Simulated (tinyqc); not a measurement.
Gain against electron density: polytypes and stacking faults of a tetrahedral semiconductor in an axial Ising model with couplings up to third neighbours. Computed by tinyqc, a small Python program. Command: `OMP_NUM_THREADS=1 python tinyqc.py 3011680 3011681 out.jsonl polytype walk`. One thread of a shared host (Intel(R) Xeon(R) Processor @ 2.30GHz), about 0.01 s of CPU time with the checks.

Each double layer has s = +1 or -1 for the sense of its stacking step; E per pair of atoms = E0 - sum_n J_n <s_i s_(i+n)>, n = 1, 2, 3. Hexagonality h = (1 - <s_i s_(i+1)>)/2.

Inputs (values chosen for the exercise, for a model crystal):

| quantity | value | unit |
|---|---|---|
| J1 | 1.62 | meV/pair |
| J2 | -3.32 | meV/pair |
| J3 | -0.36 | meV/pair |
| basal lattice constant a | 3.08 | angstrom |
| binding energy of the fault level E_b | 0.33 | eV |
| in-plane mass m | 0.46 | m0 |
| effective density of states N_c at 300 K | 2.5e+19 | 1/cm^3 |
| temperature T | 1350 | K |

Host polytype: 4H.

Constants: 1 eV/angstrom^2 = 16.02176634 J/m^2; m_0 = 9.1093837015e-31 kg; hbar = 1.054571817e-34 J s; k_B = 1.380649e-23 J/K; k_B = 8.617333262e-05 eV/K.

Method. Faults in 4H: the sequences single Shockley (31) (+++-), double Shockley (62) (++++++--), Frank-type (32) (+++--) are put between perfect repeats; k_n = (layers x C_n of the host) - sum_i s_i s_(i+n). gamma = sum k_n J_n/A, A = (sqrt 3/2) a^2; 1 meV/angstrom^2 = 16.02177 mJ/m^2. The fault binds electrons in a two-dimensional band E_b below the conduction edge, g2 = m m0/(pi hbar^2) for one valley. With the Fermi level held by the bulk, eta = ln[n/N_c(T)], N_c(T) = N_c (T/300)^1.5, the grand potential falls by g2 (k_B T)^2 F1(x), x = eta + E_b/(k_B T), F1(x) = integral from 0 to infinity of ln(1 + exp(x - t)) dt; sheet density g2 k_B T ln(1 + e^x). Band bending by the trapped charge is left out, so the gain is an upper bound.

fault coefficients k_n:
```
                      J1  J2  J3
single Shockley (31)   0  -4   0
double Shockley (62)  -4  -8   0
Frank-type (32)       -1  -2   3
```

energy of the glide fault, single Shockley (31) = 25.8986 mJ/m^2

At T:

| n (1/cm^3) | x | sheet density (1/cm^2) | gain (mJ/m^2) | gain/gamma | gain/gamma at T + 200 K |
|---|---|---|---|---|---|
| 1.00e+14 | -11.849 | 1.5979e+08 | 2.9783e-05 | 1.1500e-06 | 8.5453e-07 |
| 1.00e+15 | -9.546 | 1.5978e+09 | 2.9782e-04 | 1.1500e-05 | 8.5452e-06 |
| 1.00e+16 | -7.244 | 1.5973e+10 | 2.9777e-03 | 1.1498e-04 | 8.5444e-05 |
| 1.00e+17 | -4.941 | 1.5922e+11 | 2.9730e-02 | 1.1479e-03 | 8.5367e-04 |
| 1.00e+18 | -2.638 | 1.5434e+12 | 2.9267e-01 | 1.1301e-02 | 8.4607e-03 |
| 5.00e+18 | -1.029 | 6.8309e+12 | 1.3738e+00 | 5.3043e-02 | 4.0748e-02 |
| 2.00e+19 | 0.357 | 1.9845e+13 | 4.6000e+00 | 1.7762e-01 | 1.4508e-01 |

For x well below 0 the gain is k_B T times the sheet density and linear in n; for x well above 0 the well fills and the gain grows only about as x^2. It stays below the fault energy in all rows; 200 K more changes it by a factor 0.74 at 1e16.
